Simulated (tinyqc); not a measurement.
Effective mass of the heavy-hole band from tabulated energies: one step. The non-parabolic form. Three cases, with inputs chosen for the exercise.

Problem. E (1 + alpha E) = c k^2/m means that y = c k^2/E is a straight line in E with intercept m and slope m alpha. Fit the line by unweighted least squares over points 1 to 8, E in eV.

c = hbar^2/2m0. A uniform scatter of up to 0.3 meV has been added to mimic numerical noise.
Constants: hbar^2/2m0 = 3.80998211 eV angstrom^2.

Give: y; m; alpha.

Case 1.

Energies along [110], from the band edge downward:
```
k (1/angstrom)    E (meV)
0.0000000        0.000000
0.0130000        1.059700
0.0260000        4.089500
0.0390000        8.381200
0.0520000       15.264900
0.0650000       22.628700
0.0780000       31.467600
0.0910000       41.158700
0.1040000       51.482500
```

reference mass (curvature of the model at k = 0.0001 1/angstrom) = 0.6539536 m0

Solution.

y (m0): [0.60761, 0.62980, 0.69143, 0.67489, 0.71136, 0.73663, 0.76656, 0.80044]

m = 0.62590 m0
alpha = 5.566 1/eV

The intercept errs by -4.29 %. The scatter of the first points, divided by small energies, tilts an unweighted line. For this band the scale of alpha is set by Dso = 0.336 eV as well as by the gap.

Case 2.

Energies along [110], from the band edge downward:
```
k (1/angstrom)     E (meV)
0.0000000         0.000000
0.0170000         2.116000
0.0340000         8.251700
0.0510000        18.083300
0.0680000        32.033500
0.0850000        48.124600
0.1020000        67.855700
0.1190000        88.613400
0.1360000       111.727100
```

reference mass (curvature of the model at k = 0.0001 1/angstrom) = 0.5308073 m0

Solution.

y (m0): [0.52036, 0.53375, 0.54801, 0.54997, 0.57200, 0.58417, 0.60886, 0.63073]

m = 0.52361 m0
alpha = 1.819 1/eV

The intercept errs by -1.36 %. The scatter of the first points, divided by small energies, tilts an unweighted line. For this band the scale of alpha is set by Dso = 0.383 eV as well as by the gap.

Case 3.

Energies along [110], from the band edge downward:
```
k (1/angstrom)    E (meV)
0.0000000        0.000000
0.0180000        1.857700
0.0360000        7.342100
0.0540000       15.791600
0.0720000       27.112700
0.0900000       40.034400
0.1080000       53.372800
0.1260000       67.427300
0.1440000       81.120600
```

reference mass (curvature of the model at k = 0.0001 1/angstrom) = 0.6592493 m0

Solution.

y (m0): [0.66450, 0.67252, 0.70353, 0.72848, 0.77086, 0.83263, 0.89707, 0.97391]

m = 0.63920 m0
alpha = 6.011 1/eV

The intercept errs by -3.04 %. The scatter of the first points, divided by small energies, tilts an unweighted line. For this band the scale of alpha is set by Dso = 0.342 eV as well as by the gap.

Computed by tinyqc, one run a case: `OMP_NUM_THREADS=1 python tinyqc.py N N+1 out.jsonl` with N = 1851244, 1880230, 1880629; one thread of a shared Intel(R) Xeon(R) Processor @ 2.30GHz, about 0.01 s a run at most.
